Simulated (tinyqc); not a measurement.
IGBT as a p-i-n diode in series with a MOS channel, on-state and switching loss: effect of the channel and accumulation resistance.

High injection (n = p) in a drift layer from x = -W/2 (anode) to +W/2 (cathode side), recombination only in the layer with lifetime tau, ideal emitters. The channel feeds the cathode side and carries the whole current. Auger recombination, carrier-carrier scattering, emitter losses and the carrier dip under the p body are left out.

b = mn/mp, B = (b - 1)/(b + 1), La = sqrt(2 Vt mn mp tau/(mn + mp)), y = W/(2 La). n(x) = (tau J/(2 q La))[cosh(x/La)/sinh y - B sinh(x/La)/cosh y]. Vm = Vt [(8 b/(b + 1)^2)(sinh y/s) arctan(s sinh y) + B ln((1 + B tanh^2 y)/(1 - B tanh^2 y))], s = sqrt(1 - B^2 tanh^2 y); Vj = Vt ln(n(-W/2) n(W/2)/ni^2), ni = sqrt(Nc Nv) exp(-Eg/(2 Vt)), Eg in volts; Vc = J Rch; Von = Vm + Vj + Vc. Stored charge tau J, turn-off energy Eoff = ks tau J Vdc, loss at half duty 0.5 J Von + f Eoff. A unipolar device on the same layer has Vu = J (W/(q mn Nd) + Rch).

Parameters, values chosen for the exercise; material values close to those of silicon:
```
symbol,value,unit,meaning
T,350,K,temperature
Eg,1.13,eV,band gap
Nc,3.49e19,cm^-3,conduction-band density of states at T
Nv,3.34e19,cm^-3,valence-band density of states at T
mn,997,cm^2/(V s),electron mobility
mp,342,cm^2/(V s),hole mobility
W,130,um,width of the drift layer
Nd,5.9e13,cm^-3,doping of the drift layer
tau,2.6,us,high-injection lifetime
J,50,A/cm^2,current density
Vdc,800,V,link voltage
ks,0.13,,turn-off energy per stored charge and link voltage
f,20,kHz,switching frequency
```

Constants: q = 1.602176634e-19 C, kB = 1.380649e-23 J/K, Vt = kB T/q. Results are converted to the units shown.

The same in every row: y = 1.029; Eoff (mJ/cm^2) = 13.52.

Results:
```
Rch (mohm cm^2)	Von (V)	Vu (V)	total loss (W/cm^2)
0.2	0.8343	68.98	291.3
0.78	0.8633	69.01	292.0
1.5	0.8993	69.04	292.9
3.1	0.9793	69.12	294.9
6.1	1.129	69.27	298.6
12	1.424	69.57	306.0
```

Estimate the missing row, Rch = 0.4 mohm cm^2.

Computed row:
```
Rch (mohm cm^2)	Von (V)	Vu (V)	total loss (W/cm^2)
0.4	0.8443	68.99	291.5
```

With this row back in the table: As Rch goes from 0.2 to 12 mohm cm^2, Von rises from 0.834 to 1.42 V, Eoff stays at 13.5 mJ/cm^2 and the total loss rises from 291 to 306 W/cm^2. Von is below Vu in 7 of the 7 rows.

Computed by the program tinyqc: `OMP_NUM_THREADS=1 python tinyqc.py 2590151 2590152 out.jsonl`, one thread of a shared Intel Xeon 2.30GHz, about 0.01 s for the whole run.
